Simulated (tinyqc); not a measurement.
Inside a calculation. Method: Pariser-Parr-Pople SCF with singles CI, for the molecule C1=CC=CC=CC=C1 (SMILES; centres numbered as the heavy atoms are written). One step of it, computed by the program tinyqc.

Problem. Iteration 3: Fock matrix. F_rr = H_rr + P_rr gamma_rr / 2 + sum_(s != r) P_ss gamma_rs; F_rs = H_rs - P_rs gamma_rs / 2; E = tr P (H + F) / 2 + core repulsion sum_(r<s) z_r z_s gamma_rs.

P after iteration 2:
```
,1C,2C,3C,4C,5C,6C,7C,8C
1C,1.280108,0.690768,-0.232143,-0.169578,0.205714,-0.035124,-0.232143,0.513673
2C,0.690768,0.719892,0.513673,0.232143,-0.035124,-0.205714,-0.169578,0.232143
3C,-0.232143,0.513673,1.280108,0.690768,-0.232143,-0.169578,0.205714,-0.035124
4C,-0.169578,0.232143,0.690768,0.719892,0.513673,0.232143,-0.035124,-0.205714
5C,0.205714,-0.035124,-0.232143,0.513673,1.280108,0.690768,-0.232143,-0.169578
6C,-0.035124,-0.205714,-0.169578,0.232143,0.690768,0.719892,0.513673,0.232143
7C,-0.232143,-0.169578,0.205714,-0.035124,-0.232143,0.513673,1.280108,0.690768
8C,0.513673,0.232143,-0.035124,-0.205714,-0.169578,0.232143,0.690768,0.719892
```

core matrix H (eV):
```
,1C,2C,3C,4C,5C,6C,7C,8C
1C,-48.248341,-2.390000,0.000000,0.000000,0.000000,0.000000,0.000000,-2.390000
2C,-2.390000,-48.251023,-2.390000,0.000000,0.000000,0.000000,0.000000,0.000000
3C,0.000000,-2.390000,-48.248341,-2.390000,0.000000,0.000000,0.000000,0.000000
4C,0.000000,0.000000,-2.390000,-48.251023,-2.390000,0.000000,0.000000,0.000000
5C,0.000000,0.000000,0.000000,-2.390000,-48.248341,-2.390000,0.000000,0.000000
6C,0.000000,0.000000,0.000000,0.000000,-2.390000,-48.251023,-2.390000,0.000000
7C,0.000000,0.000000,0.000000,0.000000,0.000000,-2.390000,-48.248341,-2.390000
8C,-2.390000,0.000000,0.000000,0.000000,0.000000,0.000000,-2.390000,-48.251023
```

repulsion gamma_rs (eV):
```
,1C,2C,3C,4C,5C,6C,7C,8C
1C,11.860000,7.771374,5.039462,4.010303,3.736063,4.010303,5.039462,7.771374
2C,7.771374,11.860000,7.771374,5.040414,4.010303,3.736839,4.010303,5.040414
3C,5.039462,7.771374,11.860000,7.771374,5.039462,4.010303,3.736063,4.010303
4C,4.010303,5.040414,7.771374,11.860000,7.771374,5.040414,4.010303,3.736839
5C,3.736063,4.010303,5.039462,7.771374,11.860000,7.771374,5.039462,4.010303
6C,4.010303,3.736839,4.010303,5.040414,7.771374,11.860000,7.771374,5.040414
7C,5.039462,4.010303,3.736063,4.010303,5.039462,7.771374,11.860000,7.771374
8C,7.771374,5.040414,4.010303,3.736839,4.010303,5.040414,7.771374,11.860000
```

Centres (angstrom, eV; a flat drawing with bonds scaled to 1.40 angstrom):
```
centre,x,y,core charge z,W,gamma_rr
1C,1.829000,0.000000,1,10.870000,11.860000
2C,1.293000,1.293000,1,10.870000,11.860000
3C,0.000000,1.829000,1,10.870000,11.860000
4C,-1.293000,1.293000,1,10.870000,11.860000
5C,-1.829000,0.000000,1,10.870000,11.860000
6C,-1.293000,-1.293000,1,10.870000,11.860000
7C,0.000000,-1.829000,1,10.870000,11.860000
8C,1.293000,-1.293000,1,10.870000,11.860000
```

Give: F; pi energy.

Solution.

F (eV):
```
,1C,2C,3C,4C,5C,6C,7C,8C
1C,-6.0096,-5.0741,0.5849,0.3400,-0.3843,0.0704,0.5849,-4.3860
2C,-5.0741,-3.8712,-4.3860,-0.5850,0.0704,0.3844,0.3400,-0.5850
3C,0.5849,-4.3860,-6.0096,-5.0741,0.5849,0.3400,-0.3843,0.0704
4C,0.3400,-0.5850,-5.0741,-3.8712,-4.3860,-0.5850,0.0704,0.3844
5C,-0.3843,0.0704,0.5849,-4.3860,-6.0096,-5.0741,0.5849,0.3400
6C,0.0704,0.3844,0.3400,-0.5850,-5.0741,-3.8712,-4.3860,-0.5850
7C,0.5849,0.3400,-0.3843,0.0704,0.5849,-4.3860,-6.0096,-5.0741
8C,-4.3860,-0.5850,0.0704,0.3844,0.3400,-0.5850,-5.0741,-3.8712
```

pi energy = -100.6276 eV
